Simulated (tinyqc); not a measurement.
Worked calculation: CIS and TDHF on RHF in the 6-311g basis, for He, spin multiplicity 1. One step of it, computed by the program tinyqc.

Task: CIS matrix, triplets. A(ia,jb) = (e_a - e_i) d_ij d_ab - (ij|ab).

orbital energies (hartree): MO1 -0.916871, MO2 0.829434, MO3 6.313546

Two-electron integrals over orbitals (pq|rs), unique and non-zero (hartree):
```
(11|11) 1.026153    (21|11) -0.277318   (21|21) 0.146549    (22|11) 0.659589
(22|21) -0.113630   (22|22) 0.506646    (31|11) -0.173910   (31|21) 0.125599
(31|22) -0.078781   (31|31) 0.216548    (32|11) 0.229495    (32|21) -0.120916
(32|22) 0.102674    (32|31) -0.148688   (32|32) 0.127591    (33|11) 1.176980
(33|21) -0.380997   (33|22) 0.727303    (33|31) -0.386668   (33|32) 0.380658
(33|33) 1.599956
```

Give: CIS matrix A, triplet.

Result:

CIS matrix A, triplet (hartree), order 1>2, 1>3:
$$\begin{pmatrix}
1.0867 & -0.2295 \\
-0.2295 & 6.0534
\end{pmatrix}$$
